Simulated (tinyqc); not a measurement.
Free-carrier optics of a doped semiconductor (Drude model): sweeps and comparisons. A value that a table varies takes the place of the one given here.

eps(E) = ei [1 - Ep^2/(E^2 + i E Gam)], with Ep^2 = 8 pi c (e^2/(4 pi eps0)) N/(m ei), c = hbar^2/2m0, N in 1/angstrom^3 (1e-24 per 1/cm^3); Gam = hbar/tau, tau = mu m m0/e with m0/e = 5.685630e-12 kg/C and mu in m^2/(V s). Energies in meV.

n + i k = sqrt(eps1 + i eps2) with k >= 0; R = ((n - 1)^2 + k^2)/((n + 1)^2 + k^2) at normal incidence from vacuum; alpha = 2 E k/(hbar c), times 1e8 for 1/cm; loss function Im(-1/eps) = eps2/(eps1^2 + eps2^2).

Constants: hbar^2/2m0 = 3.80998211 eV angstrom^2; e^2/(4 pi eps0) = 14.39964547 eV angstrom; hbar = 6.58211957e-16 eV s; hbar c = 1973.269805 eV angstrom.

Parameters, chosen for this exercise (mass and dielectric values near those of Ge; N and mu are free inputs; interband absorption and the rise of the mass with filling are left out; the results hold for these values, not for the real material): N = 1.5e+18 1/cm^3 (carrier density); m = 0.126 m0 (conductivity mass); mu = 4300 cm^2/(V s) (mobility); ei = 15.97 (high-frequency dielectric constant); E = 58.2 meV (photon energy).

## Reflectance across the plasma edge

Spectrum:

| E (meV) | eps1 | eps2 | R | alpha (1/cm) |
|---|---|---|---|---|
| 3.2 | -1092.72 | 740.30 | 0.968 | 1.13e+04 |
| 9.6 | -153.73 | 37.77 | 0.963 | 1.22e+04 |
| 16.0 | -47.03 | 8.41 | 0.951 | 1.12e+04 |
| 22.4 | -16.45 | 3.09 | 0.918 | 9.25e+03 |
| 27.3 | -5.92 | 1.71 | 0.823 | 6.80e+03 |
| 32.1 | 0.11 | 1.06 | 0.148 | 2.24e+03 |
| 35.3 | 2.85 | 0.79 | 0.075 | 835 |
| 40.1 | 5.79 | 0.54 | 0.172 | 458 |
| 48.1 | 8.89 | 0.31 | 0.248 | 257 |
| 64.1 | 11.98 | 0.13 | 0.304 | 125 |
| 96.2 | 14.20 | 0.04 | 0.337 | 50.9 |
| 160.3 | 15.33 | 0.01 | 0.352 | 17.7 |

Ep = 32.1 meV and Gam = 2.1 meV. R is 0.968 at the lowest energy and lowest, 0.075, at 35.3 meV of those listed; without damping it would vanish at Ep sqrt(ei/(ei - 1)) = 33.1 meV. At the highest energy R is 0.352, against 0.360 for ei alone. Between the last two rows alpha goes as E^-2.07, where the Drude limit far above Ep and Gam is E^-2.

## What moves the optical constants

At the energy E. Each row changes one parameter from the base and keeps the others.

Results:

| case | Ep (meV) | Gam (meV) | R | alpha (1/cm) |
|---|---|---|---|---|
| base | 32.06 | 2.14 | 0.2903 | 157 |
| N = 2.25e+18 1/cm^3 | 39.27 | 2.14 | 0.2440 | 266 |
| m = 0.1512 m0 | 29.27 | 1.78 | 0.3037 | 105 |
| mu = 2580 cm^2/(V s) | 32.06 | 3.56 | 0.2906 | 261 |
| ei = 16.77 | 31.29 | 2.14 | 0.3036 | 152 |
| E = 69.8 meV | 32.06 | 2.14 | 0.3141 | 103 |

The largest shifts from the base row, up to three for each result and ties (the steps differ in size, so this ranks the rows, not the parameters). Ep (meV): N +7.21, m -2.79, ei -0.77; unchanged at the printed digits by mu and E. Gam (meV): mu +1.42, m -0.36; unchanged at the printed digits by N, ei and E. R: N -0.0463, E +0.0238, m +0.0134. alpha (1/cm): N +109, mu +104, E -54.4.

(tinyqc, `OMP_NUM_THREADS=1 python tinyqc.py 1652642 1652643 out.jsonl`, Intel(R) Xeon(R) Processor @ 2.30GHz, 1 thread, shared host, about 0.01 s.)
